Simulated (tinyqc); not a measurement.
Worked calculation: heavy doping: band filling, gap narrowing, band tails and the effective intrinsic density. Computed by tinyqc, a small Python program that keeps every step. Command: `OMP_NUM_THREADS=1 python tinyqc.py 3012765 3012766 out.jsonl gapnarrow walk`. One thread of a shared host (Intel(R) Xeon(R) Processor @ 2.30GHz), about 0.03 s of CPU time with the checks. Intermediate numbers are printed to about 6 digits and carried at full precision; extremes and crossings named in words are read from the listed rows.

An n-type crystal above its Mott density, with all dopants ionised: n = N_D - N_A, ionised centres N_I = N_D + N_A. Valleys are taken as spherical with mass m_e.

Inputs (values chosen for the exercise, for a model semiconductor): gap E_g = 1.18 eV; electron mass m_e = 0.351 m_0; valleys M_c = 6; hole mass m_h = 0.699 m_0; dielectric constant eps = 13.3; donor density N_D = 1.6e+20 cm^-3; compensation ratio N_A/N_D = 0.3; temperature T = 150 K.

Conduction band: parabolic.

Constants: a_0 = 0.529177210903 angstrom; Ry = 13.605693123 eV; k_B = 8.617333262e-05 eV/K; hbar^2/(2 m_0) = 3.80998212 eV angstrom^2; e = 1.602176634e-19 C; eps_0 = 8.8541878128e-12 F/m; e^2/(4 pi eps_0) = 14.39964548 eV angstrom.

## Scales

n = N_D (1 - ratio); Ry* = Ry m_e/eps^2, a* = a_0 eps/m_e; r_s = (3/(4 pi n))^(1/3)/a*; k_F = (3 pi^2 n/M_c)^(1/3); Mott density (0.26/a*)^3.

n = 1.12e+20 cm^-3

Ry* = 26.9976 meV

a* = 20.0514 angstrom

r_s = 0.641828

k_F = 0.0820659 1/angstrom

Mott density = 2.18013e+18 cm^-3

## Band filling

n = M_c (1/(2 pi^2)) (m_e/(hbar^2/2m_0))^(3/2) int sqrt(E) f dE, f = 1/(1 + exp((E - E_F)/k_B T)); trapezoid rule in t = sqrt(E/k_B T), step 0.02 up to 12; E_F by bisection from the band edge. At T = 0, E_F = (hbar^2/2m_0) k_F^2/m_e; dn/dE_F uses f (1 - f)/k_B T in place of f.

E_F above the band edge = 71.1128 meV

E_F at T = 0 = 73.1040 meV

E_F/k_B T = 5.50153

dn/dE_F = 2.23000e+21 cm^-3/eV

## Screening, narrowing and potential fluctuations

Screening: q^2 = (e/(eps eps_0)) dn/dE_F. Exchange lowers the conduction band by (1/pi) k_F e^2/(4 pi eps_0 eps) (T = 0 Hartree-Fock at k_F, taken as a rigid shift). Screening raises the valence band by (q/2) e^2/(4 pi eps_0 eps) (static Coulomb hole). The narrowing is the sum; electron correlation and carrier-ion shifts are left out. Root-mean-square potential of randomly placed ions: V_rms = (e^2/(4 pi eps_0 eps)) sqrt(2 pi N_I/q).

screening length 1/q = 5.74106 angstrom

exchange term = 28.2822 meV

Coulomb-hole term = 94.2927 meV

gap narrowing = 122.575 meV

V_rms = 93.7817 meV

V_rms is 1.32 of the larger of E_F and k_B T, so band tails matter. Caution: V_rms exceeds both E_F and k_B T, so band tails reshape the edge. Caution: the screening length is well below a*, where static Thomas-Fermi screening overstates the Coulomb hole.

## What optics and devices see

n p/n_i^2 = exp(narrowing/k_B T) x (n/N) exp(-E_F/k_B T), N being the limit of n exp(-E_F/k_B T) far below the edge (taken at E_F = -12 k_B T); apparent narrowing = k_B T ln(n p/n_i^2).

apparent narrowing = 81.3765 meV

log10(n p/n_i^2) = 2.73413

Degeneracy takes back 41.2 meV of the 122.6 meV of narrowing, and the minority density stays above its ideal value n_i^2/n.

## Filling against narrowing

The compensation ratio is held.

Against carrier density (energies in meV):
```
n (cm^-3)      E_F  narrowing  apparent narrowing    V_rms
1.10e+19     4.398     63.331             58.8516   40.247
2.20e+19    17.722     80.247             71.4031   50.527
4.50e+19    35.763     98.567             80.9320   65.486
7.80e+19    54.814    112.886             83.3104   81.097
1.10e+20    70.213    122.084             81.5525   93.099
1.80e+20    98.892    135.960             73.1144  113.847
2.80e+20   133.623    149.460             57.5949  136.622
4.50e+20   184.009    165.405             29.2874  166.327
```

Narrowing grows with exponent 0.21 between the last rows (exchange goes as n^(1/3), the Coulomb hole as n^(1/6) in a degenerate parabolic band) and E_F with 0.67 (2/3 for a parabolic band at T = 0). The apparent narrowing peaks at 83.3 meV near 7.8e19 cm^-3 and then falls, as E_F grows faster than the narrowing. In rows with E_F below 2 k_B T the T = 0 exchange term is overstated. Where V_rms is above half of E_F, band tails blur the edge by more than small net shifts.

Checks made by the program: E_F at low temperature against the T = 0 value (relative difference 2e-04).
